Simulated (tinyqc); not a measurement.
Growth with time: grain growth, pinning, strength and diffusional creep of a polycrystal or thin film. Computed by tinyqc, a small Python program. Command: `OMP_NUM_THREADS=1 python tinyqc.py 3009771 3009772 out.jsonl grain walk`. One thread of a shared host (Intel(R) Xeon(R) Processor @ 2.30GHz), about 0.01 s of CPU time with the checks.

One mean grain size d describes the structure.

Inputs (values chosen for the exercise, modelled on polycrystalline silicon):
```
quantity                                    value       unit
boundary energy gamma                        0.66      J/m^2
mobility prefactor M0                     1.2e-07  m^4/(J s)
activation energy of boundary motion Q_m     3.12         eV
anneal temperature T                         2201          K
initial grain size d0                          56         nm
particle volume fraction f                 0.0015          -
particle radius r                             2.1         nm
film thickness h                              180         nm
surface energy gamma_s                        1.6      J/m^2
```

Sample: thin film on a substrate.

Constants: k_B = 8.617333262e-05 eV/K.

Method. M = M0 exp(-Q_m/(k_B T)). The driving pressure is 2 gamma/d. Zener pinning pressure 3 f gamma/(2 r) stops growth at d_Z = 4 r/(3 f). Grooves where boundaries meet the surface have the angle theta = arcsin(gamma/(2 gamma_s)) and are taken to stop growth at d_h = h/(2 theta), a few film thicknesses; the limit is 1/d_lim = 1/d_Z + 1/d_h. dd/dt = 2 M gamma (1/d - 1/d_lim) integrates to 2 M gamma t = d_lim (d0 - d) + d_lim^2 ln[(d_lim - d0)/(d_lim - d)]; without pinning d^2 = d0^2 + 4 M gamma t.

limit d_lim = 351.624 nm

mobility M = 8.61205e-15 m^4/(J s)

At T:
```
t (s)  free growth (nm)  pinned growth (nm)  d/d_lim
0.016              59.2               58.66  0.16681
0.054              66.1               64.44  0.18328
0.16               82.3               77.93  0.22163
0.54              124.2              111.16  0.31614
1.6               198.8              163.84  0.46596
5.4               354.8              247.15  0.70287
16                605.7              319.54  0.90874
54               1109.4              350.73  0.99746
```

What follows from these numbers?

The apparent exponent d ln d/d ln t of the pinned growth is at most about 0.36, below the ideal 1/2, and falls to 0.077 in the last rows: the initial size hides the law early and pinning hides it late. Caution: T is above the melting point of the named material.
